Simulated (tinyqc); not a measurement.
Hopping conduction between localised states: one step, computed by the program tinyqc. Command: `OMP_NUM_THREADS=1 python tinyqc.py 3021753 3021754 out.jsonl hop walk`. One thread of a shared host (Intel(R) Xeon(R) Processor @ 2.30GHz), about 0.01 s of CPU time with the checks.

Energies are counted from the Fermi level. A small network shows the mechanism; the laws of an infinite system follow.

Problem. Critical path. Critical exponent s_c: the smallest value such that bonds with s_ij <= s_c connect site 1 with site 6.

Inputs (values chosen for the exercise, for a model impurity band): temperature T = 19 K.

Dimension: 2D.

s_ij:
```
[[0.00000, 6.62682, 10.85828, 13.59698, 16.69756, 19.65488],
 [6.62682, 0.00000, 10.48655, 10.68870, 14.81174, 19.65036],
 [10.85828, 10.48655, 0.00000, 9.74034, 13.46284, 15.67688],
 [13.59698, 10.68870, 9.74034, 0.00000, 8.40987, 12.91253],
 [16.69756, 14.81174, 13.46284, 8.40987, 0.00000, 7.66903],
 [19.65488, 19.65036, 15.67688, 12.91253, 7.66903, 0.00000]]
```

Give: critical exponent s_c.

Solution.

critical exponent s_c = 10.487
